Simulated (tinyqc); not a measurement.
# Read current of a NAND string, cells in series solved by shooting, step by step

Numbers from tinyqc (`OMP_NUM_THREADS=1 python tinyqc.py 2142234 2142235 out.jsonl`; about 0.5 s on one thread of a shared Intel Xeon 2.30GHz). Printed values are rounded.

Cells in series, numbered from 0 at the source line (0 V) to the bit line, each followed by a gap resistance Rg. A cell with gate Vg, threshold VT, source Vs and drain Vd passes I = 2 nf K Vt^2 [F(Vs) - F(Vd)]/(1 + th max(Vg - VT, 0)), F(V) = ln^2(1 + exp((Vg - VT - nf V)/(2 nf Vt))). The selected cell has Vg = Vr, the others Vg = Vp.

Parameters, values chosen for the exercise; values of the order met in vertical NAND strings: temperature T = 300 K; gain factor of a cell K = 24 uA/V^2; slope factor nf = 1.7; mobility reduction factor th = 0.16 1/V; resistance of the gap between cells Rg = 5.4 kohm; bit-line voltage Vbl = 0.5 V; pass voltage Vp = 6.4 V; read voltage on the selected word line Vr = 4.23 V.

Constants: q = 1.602176634e-19 C, kB = 1.380649e-23 J/K, Vt = kB T/q. Results are converted to the units shown.

## Step 1: node voltages for a trial current

first trial current = 2.1 uA
thresholds from the source end, cell 0 to 4 (V): [-1.6, -1.6, -1.6, -1.6, 2.8]

For a trial current I start at 0 V and, cell by cell (the selected one is cell 4), solve for the drain: sqrt(F(Vd)) = sqrt(F(Vs) - I/k), k = 2 nf K Vt^2/(1 + th max(Vg - VT, 0)), Vd = [Vg - VT - 2 nf Vt ln(exp(sqrt F) - 1)]/nf, then add I Rg.

node voltage after each cell and gap, trial 1, cell 0 to 4 (V): [0.0363439, 0.0728835, 0.109623, 0.146567, 0.255869]

## Step 2: node voltages for a trial current

second trial current = 3.2 uA

As before.

node voltage after each cell and gap, trial 2, cell 0 to 4 (V): [0.0554347, 0.111328, 0.167695, 0.224552, 0.425486]

## Course of the secant iteration

Secant steps on the end voltage less Vbl, from the two trials; a trial above the saturation current of a cell has no solution and is moved halfway to the previous trial. Stop below 1e-9 V.

Course of the iteration:

| iteration | I (uA) | end voltage - Vbl (V) | halvings |
|---|---|---|---|
| 1 | 3.68324 | 0.0191 | 0 |
| 2 | 3.58452 | -1.63e-3 | 0 |
| 3 | 3.59225 | -3.66e-5 | 0 |
| 4 | 3.59243 | 6.96e-8 | 0 |
| 5 | 3.59243 | -2.98e-12 | 0 |

Converged in 5 iterations to I = 3.5924 uA. The selected cell takes 45.6 % of the bit-line voltage and the gaps together 19.4 %.
